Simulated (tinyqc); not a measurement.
Boltzmann transport in a parabolic band with a power-law relaxation time: one step. Integrals for r = -0.5 (acoustic phonons). Three cases, with inputs chosen for the exercise.

Task: Evaluate F_j and K_j for j = 1/2, r + 1/2, r + 3/2, r + 5/2 and 2r + 1/2 (each value once).

F_j(eta) = (1/Gamma(j + 1)) integral_0^infinity x^j dx/(1 + exp(x - eta)), which tends to exp(eta) for eta << 0.

tau = tau0 x^r with x = E/kT. With K_j = Gamma(j + 1) F_j(eta): <tau> = tau0 (r + 3/2) K_(r+1/2)/((3/2) K_(1/2)); mu = <tau>/(mc m0/e), m0/e = 5.685630e-12 kg/C; Hall factor rH = (3/2) K_(1/2) (2r + 3/2) K_(2r+1/2)/((r + 3/2) K_(r+1/2))^2; Seebeck S = -(kB/e) [(r + 5/2) K_(r+3/2)/((r + 3/2) K_(r+1/2)) - eta]; Lorenz number L = (kB/e)^2 [(r + 7/2) K_(r+5/2)/((r + 3/2) K_(r+1/2)) - ((r + 5/2) K_(r+3/2)/((r + 3/2) K_(r+1/2)))^2]; kB/e in V/K. Valley anisotropy is left out of rH.

Case 1.

Values chosen (out of a larger set: masses near those of Si; tau0 is set for a mobility of the usual size at this n, kL is a free input; freeze-out and phonon drag, which matter near 77 K, are left out; not measured data): r = -0.5 (exponent of tau).

eta = 5.802216

Case 2.

Values chosen (out of a larger set: masses near those of GaN; tau0 is set for a mobility of the usual size at this n, kL is a free input; freeze-out and phonon drag, which matter near 77 K, are left out; not measured data): r = -0.5 (exponent of tau).

eta = 1.351672

Case 3.

Values chosen (out of a larger set: masses near those of Ge; tau0 is set for a mobility of the usual size at this n, kL is a free input; freeze-out and phonon drag, which matter near 77 K, are left out; not measured data): r = -0.5 (exponent of tau).

eta = -2.291910

Give: F_j and K_j.

Result:

Case 1.

F_j and K_j:
```
j        F_j     K_j
0.5   10.912  9.6705
0.0   5.8052  5.8052
1.0   18.475  18.475
2.0   42.103  84.206
-0.5  2.6790  4.7484
```

Case 2.

F_j and K_j:
```
j        F_j     K_j
0.5   1.9644  1.7409
0.0   1.5818  1.5818
1.0   2.3147  2.3147
2.0   2.8860  5.7720
-0.5  1.1838  2.0982
```

Case 3.

F_j and K_j:
```
j          F_j       K_j
0.5   0.097648  0.086538
0.0   0.096285  0.096285
1.0   0.098628  0.098628
2.0   0.099833   0.19967
-0.5  0.094398   0.16732
```

Computed by tinyqc, one run a case: `OMP_NUM_THREADS=1 python tinyqc.py N N+1 out.jsonl` with N = 1651736, 1652274, 1680224; one thread of a shared Intel(R) Xeon(R) Processor @ 2.30GHz, about 0.01 s a run at most.
